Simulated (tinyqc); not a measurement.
# Off-state leakage of single and stacked transistors: effects of single changes

n-channel devices of unit width. Subthreshold current I(Vg, Vs, Vd) = I0 (T/300 K)^0.5 exp[(Vg - Vs - VT(T) - gb (Vs - Vb) + dd (Vd - Vs))/(nf Vt)] (1 - exp(-(Vd - Vs)/Vt)), VT(T) = VT - cT (T - 300 K). Gate-edge tunnelling Ig (Vd/1 V) exp(ag (Vd - 1 V)), for a gate at 0 V, and band-to-band leakage Ab u exp(-Bb/u), u = Vd - Vb + 1 V, flow at a drain held at V; both are taken as independent of T. In a stack of off transistors (all gates at 0 V) the same subthreshold current passes through each.

Values chosen for this exercise; values of the order met in bulk silicon logic transistors: temperature T = 330 K; supply voltage V = 0.8 V; threshold at 300 K, zero drain and body bias VT = 0.33 V; fall of the threshold with temperature cT = 0.8 mV/K; current at threshold at 300 K I0 = 0.68 uA/um; slope factor nf = 1.36; drain-induced lowering per volt dd = 0.04; rise of the threshold per volt of source-body bias gb = 0.18; gate-edge tunnelling current at 1 V Ig = 8e-5 uA/um; exponential slope of the gate current ag = 5.5 1/V; prefactor of band-to-band leakage at the drain Ab = 1 uA/(um V); its exponential voltage Bb = 21 V; body voltage Vb = -0.6 V.

Constants: q = 1.602176634e-19 C, kB = 1.380649e-23 J/K, Vt = kB T/q. Results are converted to the units shown.

Each table varies one quantity; the others keep the values above.

## Subthreshold current against the height of the stack

All n gates at 0 V, bottom source at 0 V, top drain at V; node voltages follow from equal currents.

Result of one run:
```
n,I (nA/um),reduction factor,drain voltage of the bottom device (mV),source voltage of the top device (mV),voltage across the top device (V)
1,0.03661,1.000,800.0,0,0.8000
```

What becomes of these results when the number of transistors in series n is changed from 1 to 3, all else the same?

Result of the changed run:
```
n,I (nA/um),reduction factor,drain voltage of the bottom device (mV),source voltage of the top device (mV),voltage across the top device (V)
3,0.007149,5.121,16.45,51.78,0.7482
```

The whole series:
```
n,I (nA/um),reduction factor,drain voltage of the bottom device (mV),source voltage of the top device (mV),voltage across the top device (V)
1,0.03661,1.000,800.0,0,0.8000
2,0.01187,3.083,35.69,35.69,0.7643
3,0.007149,5.121,16.45,51.78,0.7482
4,0.005126,7.142,10.83,62.32,0.7377
5,0.003999,9.154,8.097,70.19,0.7298
6,0.003280,11.16,6.473,76.48,0.7235
```

The second transistor cuts the current by a factor of 3.08, the third by a further 1.66 and the sixth by 1.22. The top device keeps 90.4 % of the supply at n = 6, while the drain voltage of the bottom one falls to 0.228 Vt.

## Leakage components against the threshold

Same model as above.

One transistor with Vg = Vs = 0, Vd = V; stack factor I(one)/I(two in series).

The same in every row: gate edge (nA/um) = 0.02130; band-to-band (nA/um) = 0.3803; stack factor = 3.083.

Leakage components against the threshold:
```
VT (V),subthreshold (nA/um),total (nA/um),largest part
0.15,3.845,4.246,subthreshold
0.2,1.055,1.457,subthreshold
0.25,0.2897,0.6913,band-to-band
0.3,0.07951,0.4811,band-to-band
0.35,0.02183,0.4234,band-to-band
0.4,0.005991,0.4076,band-to-band
0.45,0.001644,0.4033,band-to-band
0.5,4.514e-4,0.4021,band-to-band
0.55,1.239e-4,0.4017,band-to-band
0.6,3.401e-5,0.4016,band-to-band
```

Read the table: what changes, and by how much?

As VT goes from 0.15 to 0.6, the total leakage falls from 4.25 to 0.402 nA/um. The subthreshold part leads at VT = 0.15, the band-to-band part from 0.25 on. The reduction by a stack of two stays at 3.08, for the subthreshold part alone.

Computed by the program tinyqc: `OMP_NUM_THREADS=1 python tinyqc.py 2242044 2242045 out.jsonl`, one thread of a shared Intel Xeon 2.30GHz, about 0.04 s for the whole run.
